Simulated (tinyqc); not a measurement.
# Slope factor and drain-induced lowering from three currents

Question. With source and body at 0 V, I = A exp((Vg + dd Vd)/(nf Vt)) (1 - exp(-Vd/Vt)). Find nf, the swing nf Vt ln 10 and dd.

Inputs (values chosen for the exercise):

| symbol | value | unit | meaning |
|---|---|---|---|
| T | 300 | K | temperature |

Constants: q = 1.602176634e-19 C, kB = 1.380649e-23 J/K, Vt = kB T/q. Results are converted to the units shown.

currents at (Vg, Vd) = (0, 0.05), (0, 1) and (0.11, 1) V (nA/um): 0.064552899  0.29431297  6.8807860

Solution. The pair at equal Vd gives nf; the pair at equal Vg, after dividing out the factors 1 - exp(-Vd/Vt), gives dd.

nf = 1.350
swing = 80.36 mV/decade
dd = 0.05000

tinyqc, about 0.03 s, one thread, Intel Xeon 2.30GHz (shared host): `OMP_NUM_THREADS=1 python tinyqc.py 2242228 2242229 out.jsonl`
